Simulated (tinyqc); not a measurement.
Van der Pauw, Hall and four-point-probe measurements on a doped layer: one step of the calculation.

A uniform p-type layer with sheet resistance Rs = 1/(q ns mu), point contacts, low field (mu B small).

Problem. New z. The van der Pauw equation exp(-pi RA z) + exp(-pi RB z) = 1 is solved for z = 1/Rs: e1 = exp(-pi RA z), e2 = exp(-pi RB z), f = e1 + e2 - 1, f' = -pi (RA e1 + RB e2), z(new) = z - f/f'.

z after iteration 1 = 7.2613613 mS
RA = 1.8545482 ohm
RB = 96.361071 ohm

Wanted: e1; e2; f; f'; z after iteration 2.

Solution.

e1 = 0.9586
e2 = 0.1110
f = 0.06958
f' = -0.03919 kohm
z after iteration 2 = 9.037 mS

Program tinyqc, `OMP_NUM_THREADS=1 python tinyqc.py 2850221 2850222 out.jsonl`; Intel Xeon 2.30GHz, shared host, one thread, about 0.01 s.
